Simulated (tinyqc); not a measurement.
Defect equilibria of an oxide against oxygen pressure (mass action): one step, computed by the program tinyqc. Command: `OMP_NUM_THREADS=1 python tinyqc.py 3029197 3029198 out.jsonl brouwer walk`. One thread of a shared host (Intel(R) Xeon(R) Processor @ 2.30GHz), about 0.01 s of CPU time with the checks.

Defects: oxygen vacancies V (charge +2), electrons n, holes p, the ionic partner X = V_M'''' (charge -4), and the dopant. Activities are taken equal to concentrations.

Question. Solution at the given pressure. Neutrality: 2 [V] + p + N_d = n + 4 [X]. With n as the unknown, [V] = K_r/(n^2 P^(1/2)), p = K_i/n, [X] = K_s/[V]^2; the log ratio is ln(positive/negative). The root is found by 60 bisections in ln n between n = 1e-10 and 1e25 cm^-3.

Inputs (values chosen for the exercise, for a model oxide): prefactor N_c N_v = 8.5e+41 cm^-6; dopant density N_d = 3e+20 cm^-3; temperature T = 1000 K; oxygen pressure P = 5e-18 atm.

Ionic disorder: Schottky, oxide MO2. Dopant (singly charged, fully ionised): donor.

K_r = 2.061646e+48 cm^-9 atm^(1/2)

K_i = 3.614893e+26 cm^-6

K_s = 8.070409e+38 cm^-9

Give: n; [V]; p; [X].

Answer.

n = 3.000e+20 cm^-3

[V] = 1.024e+16 cm^-3

p = 1.205e+06 cm^-3

[X] = 7.692e+06 cm^-3

The largest terms give the Brouwer balance N_d = n; the smaller of the two terms is 100 % of the total charge of one sign. Caution: one of n, p, [V] and [X] is above 2e20 cm^-3, near 1 % of the sites of a usual oxide, where defects associate and the ideal mass-action laws fail. Caution: the carrier density is near sqrt(N_c N_v), where the carriers are degenerate and n p = K_i fails.
